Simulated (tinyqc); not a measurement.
Two-mode optical phonons of a ternary alloy from two coupled oscillators: one step, computed by the program tinyqc. Command: `OMP_NUM_THREADS=1 python tinyqc.py 3010792 3010793 out.jsonl twomode walk`. One thread of a shared host (Intel(R) Xeon(R) Processor @ 2.30GHz), about 0.01 s of CPU time with the checks.

An alloy A(x)B(1-x)C has an A-C and a B-C bond oscillator. Each TO frequency moves linearly from the impurity mode (dilute end) to the TO of the pure crystal; each strength is proportional to the number of bonds.

Question. Share of the polar coupling. eps(omega) = eps_inf + W_1/(omega_1^2 - omega^2) + W_2/(omega_2^2 - omega^2) = 0 is the eigenproblem of the matrix [[omega_1^2 + W_1/eps_inf, sqrt(W_1 W_2)/eps_inf], [sqrt(W_1 W_2)/eps_inf, omega_2^2 + W_2/eps_inf]] for omega_LO^2. The polar coupling of mode j is c_j = (u_j . sqrt(W))^2/(eps_inf^2 omega_j^2), u_j its eigenvector and omega_j here its LO frequency; the c_j add up to 1/eps_inf - 1/eps_s. Froehlich constant alpha_j = (e^2/(4 pi eps_0)) c_j k_j/(2 E_j), E_j = h c omega_j, k_j = sqrt(m* E_j/(hbar^2/(2 m_0))).

Inputs (values chosen for the exercise, for a model alloy): electron mass m* = 0.14 m_0.

omega_1 (A-C, TO) = 759.12 1/cm

omega_2 (B-C, TO) = 405.14 1/cm

eps_inf = 10.8

W_1 = 1497885 1/cm^2

W_2 = 116768.7 1/cm^2

Constants: e^2/(4 pi eps_0) = 14.39964548 eV angstrom; hbar^2/(2 m_0) = 3.80998212 eV angstrom^2; 1 THz = 33.35640952 1/cm; h x 1 THz = 4.135667696 meV.

Give: c_j, lower and upper mode; share of the upper mode; alpha_j, lower and upper mode.

Answer.

c_j, lower and upper mode: 0.0032060  0.018518

share of the upper mode = 0.85242

alpha_j, lower and upper mode: 0.019508  0.078860
